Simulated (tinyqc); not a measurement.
# Worked calculation: tunnelling through a two-layer gate stack, WKB transmission and Tsu-Esaki current

Program tinyqc, `OMP_NUM_THREADS=1 python tinyqc.py 2540047 2540048 out.jsonl`; Intel Xeon 2.30GHz, shared host, one thread, about 0.03 s. Printed values are rounded.

Electrons leave the emitter at x = 0. Energies E (motion across the layers) are in eV from the emitter Fermi level; the collector Fermi level lies at -V and offers states at every E. No charge in the dielectric and no image force: F1 = V/(t1 + t2 eps1/eps2), F2 = F1 eps1/eps2; U = phi1 - F1 x in layer 1 and phi2 - F1 t1 - F2 (x - t1) in layer 2. With C = hbar^2/(2 m0), kappa = sqrt(m (U - E)/C) where U > E and 0 elsewhere; T(E) = exp(-S), S = 2 times the integral of kappa over x.

Inputs (values chosen for the exercise); layer 1 close to silicon dioxide, layer 2 close to aluminium oxide:
- T = 400 K (temperature)
- Ef = 0.31 eV (Fermi energy of the emitter above its band bottom)
- me = 0.84 m0 (emitter mass in the supply function)
- phi1 = 2.99 eV (barrier of layer 1 above the emitter Fermi level at zero bias)
- m1 = 0.49 m0 (tunnelling mass of layer 1)
- t1 = 1.1 nm (thickness of layer 1)
- eps1 = 3.76 (relative permittivity of layer 1)
- phi2 = 2.59 eV (barrier of layer 2 at zero bias)
- m2 = 0.41 m0 (tunnelling mass of layer 2)
- t2 = 3.4 nm (thickness of layer 2)
- eps2 = 8.85 (relative permittivity of layer 2)
- V = 0.3 V (voltage across the dielectric)
- E = 0 eV (energy of the electron followed)
- nc = 5 (cells in each layer)
- Ea = -0.31 eV (lower end of the energy grid)
- Eb = 0.46 eV (upper end of the energy grid)
- nE = 11 (points of the energy grid)

Constants: q = 1.602176634e-19 C, kB = 1.380649e-23 J/K, hbar = 1.054571817e-34 J s, m0 = 9.1093837015e-31 kg, Vt = kB T/q, hbar^2/(2 m0) = 0.0380998212 eV nm^2. Results are converted to the units shown.

## Fields and band edges

F1 = V/(t1 + t2 eps1/eps2), F2 = F1 eps1/eps2; U = phi1 - F1 x in layer 1 and phi2 - F1 t1 - F2 (x - t1) in layer 2. EOT = 3.9 (t1/eps1 + t2/eps2).

F1 = 1.17900 MV/cm
F2 = 0.500910 MV/cm
U at the end of layer 1 = 2.86031 eV
U at the start of layer 2 = 2.46031 eV
U at the end of layer 2 = 2.29 eV
EOT = 2.63926 nm

## WKB exponent by the midpoint rule

Cut each layer into nc equal cells, take U and kappa at the cell centres, and sum S = 2 sum kappa h.

```
cell,x (nm),U (eV),kappa (1/nm)
0,0.11000,2.97703,6.18769
1,0.33000,2.95109,6.16067
2,0.55000,2.92515,6.13354
3,0.77000,2.89922,6.10628
4,0.99000,2.87328,6.07891
5,1.44000,2.44328,5.12763
6,2.12000,2.40922,5.09177
7,2.80000,2.37515,5.05564
8,3.48000,2.34109,5.01926
9,4.16000,2.30703,4.98261
```

S = 47.8701
T(E) = 1.62282e-21

## WKB exponent in closed form

Each layer adds (2/F) sqrt(m/C) [G(u at its left edge) - G(u at its right edge)] to S, with u = U - E (0 where negative) and G(u) = (2/3) u^1.5. The slope follows from 1/d = -dS/dE.

S = 47.8700
T(E) = 1.62296e-21
energy d over which T(E) grows by a factor e = 0.10477 eV

The midpoint rule gives S = 47.870, so its T(E) is within 0.01 % of this value. The band edge stays above E through the whole stack: direct tunnelling through a trapezoid.

## Current density on a coarse energy grid

J = J0 times the integral of T(E) N(E) dE, N = ln[(1 + exp(-E/Vt))/(1 + exp((-E - V)/Vt))], J0 = q^2 me m0 kB T/(2 pi^2 hbar^3) (times 1e-4 for A/cm^2 per eV), by Simpson's rule on nE equally spaced points from Ea to Eb.

```
point,E (eV),T(E),N,T(E) N
0,-0.310000,9.18292e-23,8.14494,7.47943e-22
1,-0.233000,1.84531e-22,6.62699,1.22288e-21
2,-0.156000,3.74519e-22,4.52131,1.69332e-21
3,-0.079000,7.68049e-22,2.38654,1.83298e-21
4,-0.002000,1.59227e-21,0.722403,1.15026e-21
5,0.075000,3.33875e-21,0.107500,3.58916e-22
6,0.152000,7.08481e-21,0.0120833,8.56077e-23
7,0.229000,1.52233e-20,0.00130128,1.98099e-23
8,0.306000,3.31446e-20,1.39466e-4,4.62254e-24
9,0.383000,7.31724e-20,1.49395e-5,1.09316e-24
10,0.460000,1.63927e-19,1.60023e-6,2.62321e-25
```

J0 = 4.68570e8 A/(cm^2 eV)
J = 2.44845e-13 A/cm^2

The integrand peaks at E = -0.0790 eV among these points. A converged quadrature from -Ef to above the barrier gives 2.446e-13 A/cm^2; this grid is 0.091 % above that.
